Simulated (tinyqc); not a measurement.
Full result against the linear law: strain, valley repopulation and piezoresistance in a many-valley conduction band. Computed by tinyqc, a small Python program. Command: `OMP_NUM_THREADS=1 python tinyqc.py 3015224 3015225 out.jsonl valleys walk`. One thread of a shared host (Intel(R) Xeon(R) Processor @ 2.30GHz), about 0.02 s of CPU time with the checks.

Valleys are ellipsoids with mass m_l along the axis a and m_t across it, parabolic, with one constant relaxation time; strain shifts the valleys and leaves the masses alone. Currents are taken along [100], in the plane, and along [001], across the plane.

Inputs (values chosen for the exercise, modelled on silicon):
```
quantity                             value    unit
longitudinal mass m_l                0.926     m_0
transverse mass m_t                  0.194     m_0
shear deformation potential Xi_u      9.07      eV
dilation deformation potential Xi_d    1.1      eV
C11                                    167     GPa
C12                                   63.6     GPa
C44                                   80.3     GPa
electron density n                   3e+16  1/cm^3
relaxation time tau                    380      fs
temperature T                           77       K
```

Valley axes: <100> (6 valleys in 3 pairs). Load: biaxial in the (001) plane.

Constants: k_B = 8.617333262e-05 eV/K; m_0 = 9.1093837015e-31 kg; k_B = 1.380649e-23 J/K; hbar = 1.054571817e-34 J s; e = 1.602176634e-19 C.

Method:
- Each of the 6 valleys holds n_v = N_v (2/sqrt(pi)) F_1/2((E_F - dE_v)/(k_B T)), N_v = 2 (m_d k_B T/(2 pi hbar^2))^(3/2), m_d = (m_l m_t^2)^(1/3); E_F solves sum n_v = n and is counted from the unstrained edge.
- F_j(eta) = int_0^infinity x^j/(1 + exp(x - eta)) dx, without a gamma-function factor. It is evaluated after integrating by parts.
- Integrals over x = E/(k_B T) use 160 Gauss-Legendre points in u = sqrt(x) from 0 to sqrt(max(eta, 0) + 32).
- With eta_0 the reduced Fermi level without strain, r = F_-1/2(eta_0)/(2 F_1/2(eta_0)) (1 for a classical gas) and c = r (Xi_u/k_B T) (m_l - m_t)/(2 m_l + m_t): pi11 = -(2/3) c (S11 - S12), pi12 = -pi11/2, pi44 = 0, with S11 - S12 = 1/(C11 - C12).
- Compliances S11 = (C11 + C12)/((C11 - C12)(C11 + 2 C12)), S12 = -C12/((C11 - C12)(C11 + 2 C12)), S44 = 1/C44; stress sigma_xx = sigma_yy = X, all else 0; e_xx = S11 sigma_xx + S12 (sigma_yy + sigma_zz), e_xy = S44 sigma_xy/2 (tensor strain).
- Herring-Vogt shift of a valley with unit axis a: dE = Xi_d tr(e) + Xi_u a.e.a.
- Mobility tensor mu = e tau sum_v (n_v/n) [1/m_t + (1/m_l - 1/m_t) a a^T]; unstrained mu_0 = e tau (1/m_l + 2/m_t)/3; resistivity along d from the inverse tensor, rho_d = d.mu^-1.d/(n e), mobility along d = 1/(d.mu^-1.d); gauge pi_d = (rho_d/rho_0 - 1)/X.
- Linear theory: pi = pi11 + pi12 in the plane and 2 pi12 across it.

pi11 = -314.398 1e-11/Pa

pi12 = 157.199 1e-11/Pa

Resistance changes (%); at 2000 MPa the strain is near or above 1 %, where band warping, left out here, matters:
```
X (MPa)  splitting (meV)  largest share  first direction   linear  second direction   linear
-2000             175.44        0.50000           21.786   314.40            -26.35  -628.80
-1000              87.72        0.50000           21.786   157.20            -26.35  -314.40
-400               35.09        0.49873           21.585    62.88            -26.20  -125.76
-150               13.16        0.46770           16.851    23.58            -22.39   -47.16
-50                 4.39        0.39727            7.368     7.86            -12.07   -15.72
50                  4.39        0.49144           -7.821    -7.86             20.44    15.72
150                13.16        0.78312          -19.445   -23.58             93.33    47.16
400                35.09        0.98991          -26.055   -62.88            238.65   125.76
1000               87.72        1.00000          -26.350  -157.20            251.54   314.40
2000              175.44        1.00000          -26.350  -314.40            251.55   628.80
```

What does the comparison show, and why?

Along the first direction the linear law holds within 10 % for 2 of the 10 stresses, at -50.0, 50.0 MPa. At the largest compression the full change is +21.8 % against the linear +314.4 %, at the largest tension -26.3 % against -314.4 %: once the splitting is comparable with k_B T (or E_F) the populations no longer follow it linearly, and the change must saturate when the upper valleys are empty.

Extremes, crossings and ranges named in words are read from the listed rows.
